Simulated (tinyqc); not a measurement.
Yield against design margin.

Cells fail independently with probability Q(k) = erfc(k/sqrt(2))/2 when the margin is k standard deviations, and Y = exp(-Nb Q(k)). phi = exp(-k^2/2)/sqrt(2 pi).  k = margin/s(dVT). With one spare that repairs any one cell, Y1 = exp(-x)(1 + x), x = Nb Q(k).

Parameters, values chosen for the exercise: number of cells Nb = 65536.

s(dVT) = 16 mV

Yield against design margin:
```
M (mV),k,Q(k),expected failures x,Y,Y1
70,4.3750,6.0716e-6,0.39791,0.67172,0.93901
76,4.7500,1.0171e-6,0.066656,0.93552,0.99787
79,4.9375,3.9565e-7,0.025929,0.97440,0.99967
83,5.1875,1.0657e-7,0.0069840,0.99304,0.99998
88,5.5000,1.8990e-8,0.0012445,0.99876,1.0000
93,5.8125,3.0773e-9,2.0168e-4,0.99980,1.0000
99,6.1875,3.0563e-10,2.0030e-5,0.99998,1.0000
106,6.6250,1.7362e-11,1.1379e-6,1.0000,1.0000
```

Over a change of the margin from 70 to 106 mV, k goes from 4.38 to 6.62, the expected failures fall by 5.5 decades and the yield goes from 0.672 to 1.000. The spare helps most at M = 70 mV among the rows, where it lifts the yield from 0.672 to 0.939.

Program tinyqc, `OMP_NUM_THREADS=1 python tinyqc.py 2090062 2090063 out.jsonl`; Intel Xeon 2.30GHz, shared host, one thread, about 0.01 s.
